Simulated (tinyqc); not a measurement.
## The weight eta from points of equal mobility

Problem. If the mobility depends on E = q (Ndep + eta Ns)/(eps0 eps_r) alone, two points of equal mobility on its falling branch have equal E. Find eta and E.

Inputs (values chosen for the exercise):

| symbol | value | unit | meaning |
|---|---|---|---|
| eps_r | 11.5 |  | relative permittivity of the semiconductor |

Constants: q = 1.602176634e-19 C, eps0 = 8.8541878128e-14 F/cm where lengths are in cm. Results are converted to the units shown.

Ndep at two body biases (cm^-2): 1.9142969e12  3.1854262e12
Ns at which the mobility is the same (cm^-2): 9.7e12  7.2555205e12

Answer. eta is the ratio of the differences of Ndep and Ns.

eta = 0.5200
E = 1.095 MV/cm

Program tinyqc, `OMP_NUM_THREADS=1 python tinyqc.py 2510072 2510073 out.jsonl`; Intel Xeon 2.30GHz, shared host, one thread, about 0.01 s.
